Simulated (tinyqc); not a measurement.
Equation-of-state fits to an energy-volume table made by a known binding curve. From exact B0 back to stiffness eta. Computed by tinyqc, a small Python program. Command: `OMP_NUM_THREADS=1 python tinyqc.py 3030652 3030653 out.jsonl eosfit inv`. One thread of a shared host (Intel(R) Xeon(R) Processor @ 2.30GHz), about 0.03 s of CPU time with the checks.

With x = (V/V_0)^(1/3), the energy per atom is E = -D [1 + eta (x - 1)] exp(-eta (x - 1)), so that B0 = D eta^2/(9 V_0) and B' = 1 + 2 eta/3. B' = dB/dP at P = 0.

Inputs (values chosen for the exercise, for a model crystal): cohesive energy D = 1.72 eV/atom; true volume V_0 = 20.9 angstrom^3/atom; compression V/V_0 for the pressure test = 0.7.

Binding curve: universal binding. Noise: added.

Constants: 1 eV/angstrom^3 = 160.2176634 GPa.

Method. B0 and B' from the formulas above; P = -dE/dV at V = c V_0 (c the compression chosen), from the curve itself.

Problem. A run gave the result below. Find the stiffness eta, known to lie between 3.4 and 8.8.

exact B0 = 29.06367 GPa

Solution.

Each step takes the trial c = (a f_b - b f_a)/(f_b - f_a), f being the result less the target and a, b, c the logarithms of the listed values; c replaces end b, the old b replaces a if the sign of f changed, and otherwise f_a is halved.

Scan of the range:
```
stiffness eta,exact B0 (GPa)
3.40,16.936
3.98,23.207
4.67,31.951
5.47,43.835
6.41,60.196
7.51,82.629
8.80,113.453
```

False position (Illinois rule, in the logarithm of the input) inside the bracket:
```
step,end a,end b,trial,exact B0 (GPa)
1,3.98000,4.67000,4.42986,28.7495
2,4.67000,4.42986,4.45287,29.0489
3,4.67000,4.45287,4.45501,29.0769
4,4.45287,4.45501,4.45400,29.0637
5,4.45501,4.45400,4.45400,29.0637
```

Exact B0 rises at every point of a 13-point scan of the range (every second point is shown), so one value fits; it is bracketed by 3.98 and 4.67. The scan shows a pure power law with exponent 2.000, so scaling from any one row also gives the answer directly. Answer: stiffness eta = 4.454.
